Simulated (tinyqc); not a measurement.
Inside a calculation. Method: FCI on RHF in the sto-6g basis, for Li+, spin multiplicity 1. Computed by tinyqc, a small Python program that keeps every step (integrals from PySCF). Settings: charge = 1, multiplicity = 1, basis = sto-6g, method = RHF, energy threshold = 1e-10, iteration cap = 66, orthogonalisation = canonical, start = core, DIIS depth = 6, ci = FCI. Command: `OMP_NUM_THREADS=1 python tinyqc.py 23430 23431 out.jsonl` (the two numbers bound the seeds that draw the settings). One thread of a shared host (Intel(R) Xeon(R) Processor @ 2.60GHz), about 0.08 s of CPU time with the checks. The early iterations of the SCF are left out here.

## One-electron integrals

Geometry (angstrom):

| atom | x | y | z |
|---|---|---|---|
| Li | 0.00000 | 0.00000 | 0.00000 |

Basis sto-6g: exponents (1/bohr^2) and contraction coefficients of normalised primitives:

| element | l (shell) | exponent | coefficient |
|---|---|---|---|
| Li | s (1) | 167.17585 | 0.00916 |
| Li | s (1) | 30.65151 | 0.04936 |
| Li | s (1) | 8.57519 | 0.16854 |
| Li | s (1) | 2.94581 | 0.37056 |
| Li | s (1) | 1.14394 | 0.41649 |
| Li | s (1) | 0.47114 | 0.13033 |
| Li | s (2) | 6.59756 | -0.01325 |
| Li | s (2) | 1.30583 | -0.04699 |
| Li | s (2) | 0.40585 | -0.03379 |
| Li | s (2) | 0.15615 | 0.25024 |
| Li | s (2) | 0.06781 | 0.59512 |
| Li | s (2) | 0.03108 | 0.24071 |
| Li | p (3) | 6.59756 | 0.00376 |
| Li | p (3) | 1.30583 | 0.03768 |
| Li | p (3) | 0.40585 | 0.17390 |
| Li | p (3) | 0.15615 | 0.41804 |
| Li | p (3) | 0.06781 | 0.42586 |
| Li | p (3) | 0.03108 | 0.10171 |

Overlap, kinetic and nuclear-attraction integrals over the contracted functions; the nuclear repulsion is the sum of Za Zb / Rab.

nuclear repulsion = 0 hartree

overlap S:
```
          1Li 1s   1Li 2s  1Li 2px  1Li 2py  1Li 2pz
1Li 1s   1.00000  0.23574  0.00000  0.00000  0.00000
1Li 2s   0.23574  1.00000  0.00000  0.00000  0.00000
1Li 2px  0.00000  0.00000  1.00000  0.00000  0.00000
1Li 2py  0.00000  0.00000  0.00000  1.00000  0.00000
1Li 2pz  0.00000  0.00000  0.00000  0.00000  1.00000
```

kinetic energy T (hartree):
```
           1Li 1s    1Li 2s  1Li 2px  1Li 2py  1Li 2pz
1Li 1s    3.61674  -0.11072  0.00000  0.00000  0.00000
1Li 2s   -0.11072   0.10652  0.00000  0.00000  0.00000
1Li 2px   0.00000   0.00000  0.32001  0.00000  0.00000
1Li 2py   0.00000   0.00000  0.00000  0.32001  0.00000
1Li 2pz   0.00000   0.00000  0.00000  0.00000  0.32001
```

nuclear attraction V (hartree):
```
           1Li 1s    1Li 2s   1Li 2px   1Li 2py   1Li 2pz
1Li 1s   -8.06714  -0.82836   0.00000   0.00000   0.00000
1Li 2s   -0.82836  -1.20005   0.00000   0.00000   0.00000
1Li 2px   0.00000   0.00000  -1.19999   0.00000   0.00000
1Li 2py   0.00000   0.00000   0.00000  -1.19999   0.00000
1Li 2pz   0.00000   0.00000   0.00000   0.00000  -1.19999
```

core Hamiltonian H = T + V (hartree):
```
           1Li 1s    1Li 2s   1Li 2px   1Li 2py   1Li 2pz
1Li 1s   -4.45040  -0.93908   0.00000   0.00000   0.00000
1Li 2s   -0.93908  -1.09352   0.00000   0.00000   0.00000
1Li 2px   0.00000   0.00000  -0.87998   0.00000   0.00000
1Li 2py   0.00000   0.00000   0.00000  -0.87998   0.00000
1Li 2pz   0.00000   0.00000   0.00000   0.00000  -0.87998
```

## Two-electron integrals

Functions are numbered as in S; the eight-fold symmetry (ij|kl) = (ji|kl) = (kl|ij) leaves the list below.

Two-electron integrals (ij|kl) in chemists' order, unique and non-zero (hartree):
```
(11|11) 1.68125   (21|11) 0.24260   (21|21) 0.04451   (22|11) 0.39719
(22|21) 0.09028   (22|22) 0.29062   (31|31) 0.00944   (32|31) 0.01426
(32|32) 0.06424   (33|11) 0.39719   (33|21) 0.09028   (33|22) 0.29062
(33|33) 0.31312   (41|41) 0.00944   (42|41) 0.01426   (42|42) 0.06424
(43|43) 0.01688   (44|11) 0.39719   (44|21) 0.09028   (44|22) 0.29062
(44|33) 0.27937   (44|44) 0.31312   (51|51) 0.00944   (52|51) 0.01426
(52|52) 0.06424   (53|53) 0.01688   (54|54) 0.01688   (55|11) 0.39719
(55|21) 0.09028   (55|22) 0.29062   (55|33) 0.27937   (55|44) 0.27937
(55|55) 0.31312
```

## Orthogonalisation

S = U s U^T; canonical form X = U s^(-1/2), so that X^T S X = 1. Each column of U has its largest component positive (the first on a tie).

eigenvalues of S: 0.76426  1.00000  1.00000  1.00000  1.23574

X:
```
                1        2        3        4        5
1Li 1s    0.80884  0.00000  0.00000  0.00000  0.63609
1Li 2s   -0.80884  0.00000  0.00000  0.00000  0.63609
1Li 2px   0.00000  1.00000  0.00000  0.00000  0.00000
1Li 2py   0.00000  0.00000  1.00000  0.00000  0.00000
1Li 2pz   0.00000  0.00000  0.00000  1.00000  0.00000
```

Within a degenerate level the vectors are fixed only up to a rotation; this is one choice.

## Iteration 9 (converged): orbitals

converged F (hartree):
```
           1Li 1s    1Li 2s   1Li 2px   1Li 2py   1Li 2pz
1Li 1s   -2.77575  -0.70418   0.00000   0.00000   0.00000
1Li 2s   -0.70418  -0.34733   0.00000   0.00000   0.00000
1Li 2px   0.00000   0.00000  -0.09591   0.00000   0.00000
1Li 2py   0.00000   0.00000   0.00000  -0.09591   0.00000
1Li 2pz   0.00000   0.00000   0.00000   0.00000  -0.09591
```

Diagonalise F' = X^T F X, C = X C', fill 1 alpha and 1 beta electrons from the bottom; D = 2 C_occ C_occ^T. Each column has its largest component positive (the first on a tie).

F' = X^T F X (hartree):
```
          1         2         3         4         5
1  -1.12182   0.00000   0.00000   0.00000  -1.24942
2   0.00000  -0.09591   0.00000   0.00000   0.00000
3   0.00000   0.00000  -0.09591   0.00000   0.00000
4   0.00000   0.00000   0.00000  -0.09591   0.00000
5  -1.24942   0.00000   0.00000   0.00000  -1.83350
```

orbital energies (hartree): MO1 -2.77676, MO2 -0.17855, MO3 -0.09591, MO4 -0.09591, MO5 -0.09591

coefficients C:
```
             MO1       MO2       MO3      MO4       MO5
1Li 1s   0.99502  -0.26227   0.00000  0.00000   0.00000
1Li 2s   0.02031   1.02880   0.00000  0.00000   0.00000
1Li 2px  0.00000   0.00000   0.98655  0.07385   0.14585
1Li 2py  0.00000   0.00000  -0.16330  0.48720   0.85789
1Li 2pz  0.00000   0.00000   0.00770  0.87016  -0.49270
```

D after iteration 9:
```
          1Li 1s   1Li 2s  1Li 2px  1Li 2py  1Li 2pz
1Li 1s   1.98012  0.04041  0.00000  0.00000  0.00000
1Li 2s   0.04041  0.00082  0.00000  0.00000  0.00000
1Li 2px  0.00000  0.00000  0.00000  0.00000  0.00000
1Li 2py  0.00000  0.00000  0.00000  0.00000  0.00000
1Li 2pz  0.00000  0.00000  0.00000  0.00000  0.00000
```

Within a degenerate level the vectors are fixed only up to a rotation; this is one choice.

## Convergence

Stop when the energy changes by less than 1e-10 hartree and every element of the error matrix X^T (F D S - S D F) X is below 3e-06.

Course of the cycle:

| iteration | E (hartree) | change | largest element of the error matrix |
|---|---|---|---|
| 1 | -7.2090376 | - | 2.35e-01 |
| 2 | -7.2211444 | -1.21e-02 | 2.94e-02 |
| 3 | -7.2213337 | -1.89e-04 | 1.40e-04 |
| 4 | -7.2213337 | -3.50e-09 | 5.97e-05 |
| 5 | -7.2213337 | -4.65e-10 | 3.79e-05 |
| 6 | -7.2213337 | -1.46e-10 | 2.78e-05 |
| 7 | -7.2213337 | -6.38e-11 | 2.19e-05 |
| 8 | -7.2213337 | -1.05e-10 | 3.45e-08 |
| 9 | -7.2213337 | -4.44e-15 | 5.78e-11 |

PySCF RHF in the same basis = -7.2213337 hartree

Converged in 9 iterations.

## Integrals over molecular orbitals

(pq|rs) = sum C_ip C_jq C_kr C_ls (ij|kl), one index at a time.

one-electron integrals over orbitals h = C^T H C (hartree):
```
          1         2         3         4         5
1  -4.44457   0.18222   0.00000   0.00000   0.00000
2   0.18222  -0.95677   0.00000   0.00000   0.00000
3   0.00000   0.00000  -0.87998   0.00000   0.00000
4   0.00000   0.00000   0.00000  -0.87998   0.00000
5   0.00000   0.00000   0.00000   0.00000  -0.87998
```

Two-electron integrals over orbitals (pq|rs), unique and non-zero (hartree):
```
(11|11) 1.66781    (21|11) -0.18222   (21|21) 0.03134    (22|11) 0.40478
(22|21) -0.00990   (22|22) 0.28319    (31|31) 0.00995    (32|31) 0.01340
(32|32) 0.06094    (33|11) 0.39701    (33|21) -0.00564   (33|22) 0.28621
(33|33) 0.31312    (41|41) 0.00995    (42|41) 0.01340    (42|42) 0.06094
(43|43) 0.01688    (44|11) 0.39701    (44|21) -0.00564   (44|22) 0.28621
(44|33) 0.27937    (44|44) 0.31312    (51|51) 0.00995    (52|51) 0.01340
(52|52) 0.06094    (53|53) 0.01688    (54|54) 0.01688    (55|11) 0.39701
(55|21) -0.00564   (55|22) 0.28621    (55|33) 0.27937    (55|44) 0.27937
(55|55) 0.31312
```

## FCI: determinants and Hamiltonian

Hartree-Fock energy = -7.2213337 hartree

Slater-Condon rules over spin orbitals, with the nuclear repulsion added and E(HF) subtracted on the diagonal. Only determinants linked to the reference directly or through others are kept (one block of an abelian symmetry group), so some states are absent.

Occupation strings over the orbitals (2 doubly, a alpha, b beta, 0 empty; spin orbitals ordered 1a 1b 2a 2b ...): 20000 ab000 ba000 02000 00200 00020 00002

H - E(HF) between determinants (hartree):
```
         20000     ab000     ba000     02000     00200     00020     00002
20000  0.00000   0.00000   0.00000   0.03134   0.00995   0.00995   0.00995
ab000  0.00000   2.22478  -0.03134   0.17232   0.01340   0.01340   0.01340
ba000  0.00000  -0.03134   2.22478  -0.17232  -0.01340  -0.01340  -0.01340
02000  0.03134   0.17232  -0.17232   5.59099   0.06094   0.06094   0.06094
00200  0.00995   0.01340  -0.01340   0.06094   5.77449   0.01688   0.01688
00020  0.00995   0.01340  -0.01340   0.06094   0.01688   5.77449   0.01688
00002  0.00995   0.01340  -0.01340   0.06094   0.01688   0.01688   5.77449
```

## FCI: roots

Diagonalise (each vector has its largest component positive (the first on a tie)); all determinants have Ms = 0, so triplets appear too. The lowest singlet root is the correlation energy.

lowest roots of this matrix, relative to E(HF) (hartree): -0.00022  2.19343  2.23823  5.56181  5.75761  5.75761  5.85553

lowest vectors:
```
         root 1   root 2    root 3    root 4
20000   0.99998  0.00000  -0.00107   0.00391
ab000   0.00046  0.70711   0.70524   0.04484
ba000  -0.00046  0.70711  -0.70524  -0.04484
02000  -0.00558  0.00000  -0.07226   0.91418
00200  -0.00166  0.00000  -0.00406  -0.23111
00020  -0.00166  0.00000  -0.00406  -0.23111
00002  -0.00166  0.00000  -0.00406  -0.23111
```

<S^2> of these roots: 0.00000  2.00000  0.00000  0.00000  0.00000  0.00000  0.00000

weight of the ground state by excitation level 0, 1, 2, ...: 0.99996  0.00000  0.00004

Within a degenerate level the vectors are fixed only up to a rotation; this is one choice.
